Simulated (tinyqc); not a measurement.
sp3s* tight binding: one step. Levels at this k. The numbers come from values chosen for the exercise (near a published set for GaAs, fitted to gaps, whose masses and valley positions are rough; spin-orbit coupling, where it is added without a refit, lifts the valence top and shrinks all gaps by about a third of the splitting).

H(k) (eV):
```
                      sa                   xa                   ya                   za                  s*a
sa             -8.276000                    0                    0                    0                    0
xa                     0             1.042000                    0                    0                    0
ya                     0                    0             1.042000                    0                    0
za                     0                    0                    0             1.042000                    0
s*a                    0                    0                    0                    0             8.500000
sc   -4.546933-0.601473i   1.047500+2.055834i   1.047500+2.055834i   1.047500+2.055834i                    0
xc   -0.811335-1.592334i   1.392799+0.184241i  -0.927948-1.821201i  -0.927948-1.821201i  -0.876895-1.721004i
yc   -0.811335-1.592334i  -0.927948-1.821201i   1.392799+0.184241i  -0.927948-1.821201i  -0.876895-1.721004i
zc   -0.811335-1.592334i  -0.927948-1.821201i  -0.927948-1.821201i   1.392799+0.184241i  -0.876895-1.721004i
s*c                    0   0.881303+1.729654i   0.881303+1.729654i   0.881303+1.729654i                    0

                      sc                   xc                   yc                   zc                 s*c
sa   -4.546933+0.601473i  -0.811335+1.592334i  -0.811335+1.592334i  -0.811335+1.592334i                   0
xa    1.047500-2.055834i   1.392799-0.184241i  -0.927948+1.821201i  -0.927948+1.821201i  0.881303-1.729654i
ya    1.047500-2.055834i  -0.927948+1.821201i   1.392799-0.184241i  -0.927948+1.821201i  0.881303-1.729654i
za    1.047500-2.055834i  -0.927948+1.821201i  -0.927948+1.821201i   1.392799-0.184241i  0.881303-1.729654i
s*a                    0  -0.876895+1.721004i  -0.876895+1.721004i  -0.876895+1.721004i                   0
sc             -2.619000                    0                    0                    0                   0
xc                     0             3.655000                    0                    0                   0
yc                     0                    0             3.655000                    0                   0
zc                     0                    0                    0             3.655000                   0
s*c                    0                    0                    0                    0            6.818000
```

Problem. Diagonalise H, which belongs to k = (0.3, 0.3, 0.3) (2 pi/a). Four bands are filled (two electrons each); give the make-up of band 5, the lowest empty one.

Give: levels; weights of band 5; weight of band 5 on atom a.

Solution.

levels (eV): [-11.5375, -4.9465, -0.9854, -0.9854, 1.9996, 4.0983, 5.6824, 5.6824, 8.6514, 10.8548]

weights of band 5: s 0.568, p 0.322, s* 0.111

weight of band 5 on atom a = 0.321

The vertical gap at this k is 2.9850 eV; band 5 is mostly s-like.

tinyqc: `OMP_NUM_THREADS=1 python tinyqc.py 1482430 1482431 out.jsonl`; about 0.1 s, one thread, shared Intel(R) Xeon(R) Processor @ 2.30GHz.
